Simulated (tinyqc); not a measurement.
Electron mobility in a silicon inversion layer, empirical terms and Matthiessen rule: two steps of the calculation.

Inversion layer of sheet density Ns on a uniformly doped body, under a high-permittivity gate with an interlayer. The mobility terms are empirical power laws with prefactors chosen for the exercise; adding their inverses (Matthiessen) is itself an approximation.

Values chosen for this exercise; material values close to those of silicon: temperature T = 300 K; relative permittivity of the semiconductor eps_r = 11.6; body doping Nb = 2.5e17 cm^-3; weight of the inversion charge in the effective field eta = 0.5; gate capacitance Cox = 0.63 uF/cm^2; phonon-limited mobility at 1 MV/cm and 300 K Ap = 385 cm^2/(V s); roughness-limited mobility at 1 MV/cm As = 948 cm^2/(V s); exponent of the roughness term gs = 2; Coulomb prefactor Ac = 1900 cm^2/(V s); charge at the interface Nit = 2.9e11 cm^-2; remote-phonon mobility without interlayer Ar = 240 cm^2/(V s); interlayer thickness ti = 0.8 nm; decay length of remote phonons lr = 0.7 nm; ratio W/L WL = 10; drain voltage Vd = 0.02 V; measured linear current I = 5.57 uA.

Constants: q = 1.602176634e-19 C, eps0 = 8.8541878128e-14 F/cm where lengths are in cm. Results are converted to the units shown.

Task 1. Inversion density for the measured current. I = (W/L) q Ns mu Vd. E = q (Ndep + eta Ns)/(eps0 eps_r) in MV/cm. With t = T/(300 K): muC = Ac (Ns/1e12 cm^-2) t/(Nb/1e17 cm^-3 + Nit/1e11 cm^-2), muP = Ap E^(-1/3) t^(-1.75), muS = As E^(-gs), muR = Ar exp(2 ti/lr)/t; 1/mu is the sum of the inverses. Ns(new) = I/((W/L) q mu Vd).

Ns at the start = 4.8e11 cm^-2
Ndep = 2.4531295e12 cm^-2

Give: E; mu; Ns after iteration 1.

Result 1.

E = 0.42011 MV/cm
mu = 117.98 cm^2/(V s)
Ns after iteration 1 = 1.4734e12 cm^-2

Task 2. Split C-V extraction. Q(Vg) is the trapezoid sum of Cgc from the first point (where Q is taken as 0); mu_eff = I/((W/L) Q Vd); mu_FE = (dI/dVg)/((W/L) Cox Vd) with a backward difference. Listed from point 4 on.

```
point  Vg (V)  Cgc (uF/cm^2)        I (uA)
0         0.2   6.4157716e-4  2.5778448e-7
1        0.25   0.0024062823  3.6350822e-6
2         0.3   0.0089558663  5.0815926e-5
3        0.35    0.032411881  6.8813918e-4
4         0.4     0.10674199  0.0083588838
5        0.45     0.27351382   0.074993716
6         0.5     0.46786775    0.38859763
7        0.55     0.57685126     1.1440505
8         0.6     0.61493595     2.3062805
9        0.65     0.62592323     3.7423854
10        0.7     0.62891090     5.3500445
11       0.75     0.62971006     7.0648654
12        0.8     0.62992289     8.8455949
```

Find: Q; mu_eff; mu_FE.

Result 2.

```
point  Q (uC/cm^2)  mu_eff (cm^2/(V s))  mu_FE (cm^2/(V s))
4        0.0048733               8.5762              1.2176
5         0.014380               26.076              10.577
6         0.032914               59.032              49.778
7         0.059032               96.901              119.91
8         0.088827               129.82              184.48
9          0.11985               156.13              227.95
10         0.15122               176.90              255.18
11         0.18268               193.36              272.19
12         0.21418               206.50              282.66
```

At the last point mu_FE is 37 % above mu_eff.

Numbers from tinyqc (`OMP_NUM_THREADS=1 python tinyqc.py 2510132 2510133 out.jsonl`; about 0.01 s on one thread of a shared Intel Xeon 2.30GHz).
